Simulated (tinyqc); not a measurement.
Sp3 tight binding, zinc-blende lattice, step by step. One step of it, computed by the program tinyqc.

Task: Bloch Hamiltonian at k. Slater-Koster rules over the four bonds with direction cosines (l, m, n): ss V_ss; s-px l V_sp; px-s -l V_sp; px-px l^2 V_pps + (1 - l^2) V_ppp; px-py l m (V_pps - V_ppp); each times exp(i k.d).

Parameters chosen for this model: zinc-blende lattice, anion at 0, cation at a/4 (1,1,1); V = eta hbar^2 / (m d^2), hbar^2/m = 7.619964 eV angstrom^2:

| parameter | value | unit |
|---|---|---|
| a | 6.010000 | angstrom |
| d | 2.602406 | angstrom |
| Es anion | -15.890000 | eV |
| Ep anion | -7.890000 | eV |
| Es cation | -15.890000 | eV |
| Ep cation | -7.890000 | eV |
| eta ss | -1.260000 |  |
| eta sp | 1.720000 |  |
| eta pp sigma | 3.190000 |  |
| eta pp pi | -0.660000 |  |
| V ss | -1.417664 | eV |
| V sp | 1.935224 | eV |
| V pp sigma | 3.589165 | eV |
| V pp pi | -0.742586 | eV |

k point k (2 pi / a): -0.070000  0.440000  0.410000

Give: H(k) at k.

Result:

H(k) at k (eV):
```
                  a s            a px             a py             a pz
a s          -15.8900          0.0000           0.0000           0.0000
a px           0.0000         -7.8900           0.0000           0.0000
a py           0.0000          0.0000          -7.8900           0.0000
a pz           0.0000          0.0000           0.0000          -7.8900
c s   -3.4730+0.2382i  1.7001-0.3022i  -0.2269+2.2644i  -0.2500+2.0551i
c px  -1.7001+0.3022i  1.7181-0.1178i   0.3231-2.6559i   0.2932-2.9263i
c py   0.2269-2.2644i  0.3231-2.6559i   1.7181-0.1178i  -2.1971+0.3905i
c pz   0.2500-2.0551i  0.2932-2.9263i  -2.1971+0.3905i   1.7181-0.1178i

                  c s             c px             c py             c pz
a s   -3.4730-0.2382i  -1.7001-0.3022i   0.2269+2.2644i   0.2500+2.0551i
a px   1.7001+0.3022i   1.7181+0.1178i   0.3231+2.6559i   0.2932+2.9263i
a py  -0.2269-2.2644i   0.3231+2.6559i   1.7181+0.1178i  -2.1971-0.3905i
a pz  -0.2500-2.0551i   0.2932+2.9263i  -2.1971-0.3905i   1.7181+0.1178i
c s          -15.8900           0.0000           0.0000           0.0000
c px           0.0000          -7.8900           0.0000           0.0000
c py           0.0000           0.0000          -7.8900           0.0000
c pz           0.0000           0.0000           0.0000          -7.8900
```
